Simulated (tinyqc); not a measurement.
# From island density N on a flat surface back to deposition rate F

Model: epitaxial growth on a vicinal surface: Burton-Cabrera-Frank step flow, step-edge barrier and island nucleation. Computed by tinyqc, a small Python program. Command: `OMP_NUM_THREADS=1 python tinyqc.py 3031672 3031673 out.jsonl stepflow inv`. One thread of a shared host (Intel(R) Xeon(R) Processor @ 2.30GHz), about 0.09 s of CPU time with the checks.

Adatoms land at rate F, hop on a square grid (a simplification for hexagonal faces), desorb, or join steps. Lengths are in units of a and n is the adatom coverage. Steps ascend at x = 0 and descend at x = l.

Inputs (values chosen for the exercise, close to those used for GaN(0001)):

| quantity | value | unit |
|---|---|---|
| site spacing a | 3.19 | angstrom |
| step height h | 2.59 | angstrom |
| diffusion barrier E_d | 1.28 | eV |
| desorption energy E_a | 2.95 | eV |
| adatom formation energy E_f | 1.09 | eV |
| step-edge barrier E_s | 0 | eV |
| attempt frequency nu | 5 | THz |
| miscut angle | 8 | degrees |
| temperature T | 1020 | C |
| critical nucleus size i | 1 | - |

Constants: k_B = 8.617333262e-05 eV/K.

Method:
- D = nu exp(-E_d/(k_B T)) (a^2/s, nu counted per direction); tau = exp(E_a/(k_B T))/nu; x_s = sqrt(D tau); n_eq = exp(-E_f/(k_B T)); terrace width l = h/(a tan(miscut)); Schwoebel length l_s = exp(E_s/(k_B T)) - 1.
- Temperatures in kelvin are T(C) + 273.15.
- D n'' - n/tau + F = 0 with n(0) = n_eq and -l_s n'(l) = n(l) - n_eq. With u = n - F tau, A = n_eq - F tau, y = l/x_s, s = l_s/x_s: u = A cosh(x/x_s) + B sinh(x/x_s), B = A (1 - cosh y - s sinh y)/(sinh y + s cosh y). Flux into the ascending step J+ = D B/x_s, over the descending one J- = -(D/x_s)(A sinh y + B cosh y); step velocity J+ + J-; growth rate (J+ + J-)/l. For small y: J+ + J- = (F - n_eq/tau) l, J-/J+ = l/(l + 2 l_s).
- The coverage peaks where n' = 0, tanh(x/x_s) = -B/A.
- Island density on a flat surface without desorption: N = 0.25 (F/D)^(i/(i+2)) exp(E_i/((i+2) k_B T)) per site, with E_i = 0 for i = 1; spacing l_n = N^(-1/2). Step flow needs an effective width l_eff = 2 x(peak) below l_n.

Task: A run gave the result below. Find the deposition rate F, known to lie between 0.09 and 0.25 layers/s.

island density N on a flat surface = 0.000350023 per site

Result:

Each step takes the trial c = (a f_b - b f_a)/(f_b - f_a), f being the result less the target and a, b, c the logarithms of the listed values; c replaces end b, the old b replaces a if the sign of f changed, and otherwise f_a is halved.

Scan of the range:

| deposition rate F (layers/s) | island density N on a flat surface (per site) |
|---|---|
| 0.090 | 3.01444e-04 |
| 0.107 | 3.19341e-04 |
| 0.127 | 3.38112e-04 |
| 0.150 | 3.57402e-04 |
| 0.178 | 3.78384e-04 |
| 0.211 | 4.00455e-04 |
| 0.250 | 4.23747e-04 |

False position (Illinois rule, in the logarithm of the input) inside the bracket:

| step | end a | end b | trial | island density N on a flat surface (per site) |
|---|---|---|---|---|
| 1 | 0.127000 | 0.150000 | 0.140747 | 3.49896e-04 |
| 2 | 0.150000 | 0.140747 | 0.140898 | 3.50022e-04 |
| 3 | 0.150000 | 0.140898 | 0.140902 | 3.50024e-04 |
| 4 | 0.140898 | 0.140902 | 0.140900 | 3.50023e-04 |

Island density N on a flat surface rises at every point of a 13-point scan of the range (every second point is shown), so one value fits; it is bracketed by 0.127 and 0.150. The scan shows a pure power law with exponent 0.3333, so scaling from any one row also gives the answer directly. Answer: deposition rate F = 0.1409 layers/s.

Caution: terraces under ten sites wide are at the edge of a continuum description. Caution: the prefactor 0.25 and the criterion are estimates, good to a factor of about two in length.
